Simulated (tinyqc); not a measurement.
Layer against dose: implant damage, amorphisation by cascade overlap, and solid-phase epitaxial regrowth. Computed by tinyqc, a small Python program. Command: `OMP_NUM_THREADS=1 python tinyqc.py 3110895 3110896 out.jsonl sper walk`. One thread of a shared host (Intel(R) Xeon(R) Processor @ 2.30GHz), about 0.01 s of CPU time with the checks.

Range and width of the damage are inputs. Dynamic annealing enters only through the surviving share f.

Inputs (values chosen for the exercise, modelled on arsenic ions in silicon):

| quantity | value | unit |
|---|---|---|
| atomic density N | 49.9 | 1/nm^3 |
| ion Z1 | 33 | - |
| ion mass M1 | 74.9 | u |
| target Z2 | 14 | - |
| target mass M2 | 28.09 | u |
| ion energy E | 51 | keV |
| displacement energy E_d | 15 | eV |
| depth of the damage peak R_d | 36 | nm |
| width of the damage profile s_d | 22 | nm |
| share of defects that survive f | 0.48 | - |
| critical displaced share x_c | 0.14 | - |
| dose Q | 5.8e+14 | 1/cm^2 |

Constants: a_0 = 0.529177210903 angstrom; e^2/(4 pi eps_0) = 14.39964548 eV angstrom.

Method. Robinson partition: eps = E a M2/(Z1 Z2 (e^2/(4 pi eps_0)) (M1 + M2)), a = 0.8853 a_0/sqrt(Z1^(2/3) + Z2^(2/3)); k = 0.0793 Z1^(2/3) Z2^(1/2) (M1 + M2)^(3/2)/((Z1^(2/3) + Z2^(2/3))^(3/4) M1^(3/2) M2^(1/2)); damage energy T_d = E/(1 + k (eps + 0.40244 eps^(3/4) + 3.4008 eps^(1/6))); displacements nu = 0.8 T_d/(2 E_d). Displaced share x(z) = f nu Q exp(-(z - R_d)^2/(2 s_d^2))/(sqrt(2 pi) s_d N); the layer is amorphous where x > x_c, between R_d -/+ s_d sqrt(2 ln(x_max/x_c)), the upper edge being cut at the surface. Threshold dose Q_c = Q x_c/x_max.

threshold dose Q_c = 7.99688e+13 1/cm^2

displacements per ion nu = 1003.64

Dose series; the last column is f nu Q erfc((z2 - R_d)/(sqrt2 s_d))/2:

| Q (1/cm^2) | x_max | upper edge (nm) | lower edge (nm) | displaced atoms beyond z2 (1/cm^2) |
|---|---|---|---|---|
| 8.80e+13 | 0.1541 | 26.375 | 45.625 | 1.4027e+16 |
| 1.20e+14 | 0.2101 | 16.179 | 55.821 | 1.0626e+16 |
| 2.00e+14 | 0.3501 | 6.212 | 65.788 | 8.4658e+15 |
| 3.20e+14 | 0.5602 | 0.000 | 72.638 | 7.3877e+15 |
| 5.60e+14 | 0.9804 | 0.000 | 79.405 | 6.5421e+15 |
| 9.60e+14 | 1.6807 | 0.000 | 85.049 | 5.9618e+15 |
| 2.00e+15 | 3.5014 | 0.000 | 91.823 | 5.3797e+15 |
| 4.00e+15 | 7.0027 | 0.000 | 97.540 | 4.9652e+15 |

What does the comparison show, and why?

A dose 45 times larger moves the lower edge from 45.6 to 97.5 nm, as the root of a logarithm, and the damage beyond it falls by a factor 2.8, since the edge lies on an ever steeper tail. The layer reaches the surface at Q_c exp(R_d^2/(2 s_d^2)) = 3.05e14 per cm^2.
